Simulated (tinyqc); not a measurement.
From results back to parameters: averaged masses of warped heavy- and light-hole bands. Three cases, with inputs chosen for the exercise.

Problem. For B along [111] the central orbits have s = 1/4 all round, so the cyclotron masses are 1/(g1 -/+ sqrt(g2^2 + 3 g3^2)). They are given with the heavy-hole mass along [100], 1/(g1 - 2 g2); g2 and g3 are positive.

Case 1.

heavy and light cyclotron mass for B along [111]; heavy mass along [100] (m0): 0.3642899  0.0413994  0.1996008

Case 2.

heavy and light cyclotron mass for B along [111]; heavy mass along [100] (m0): 0.6698239  0.0803402  0.3508772

Case 3.

heavy and light cyclotron mass for B along [111]; heavy mass along [100] (m0): 0.3840764  0.0413285  0.2040816

Find: g1; sqrt(g2^2 + 3 g3^2); g2; g3.

Solution. The mean of the two inverse cyclotron masses is g1 and half their difference is the root; g2 = (g1 - 1/m[100])/2, and g3 follows.

Case 1.

g1 = 13.45
sqrt(g2^2 + 3 g3^2) = 10.705
g2 = 4.22
g3 = 5.68

Case 2.

g1 = 6.97
sqrt(g2^2 + 3 g3^2) = 5.477
g2 = 2.06
g3 = 2.93

Case 3.

g1 = 13.40
sqrt(g2^2 + 3 g3^2) = 10.796
g2 = 4.25
g3 = 5.73

Computed by tinyqc, one run a case: `OMP_NUM_THREADS=1 python tinyqc.py N N+1 out.jsonl` with N = 1081471, 1081529, 1081556; one thread of a shared Intel(R) Xeon(R) Processor @ 2.30GHz, about 0.04 s a run at most.
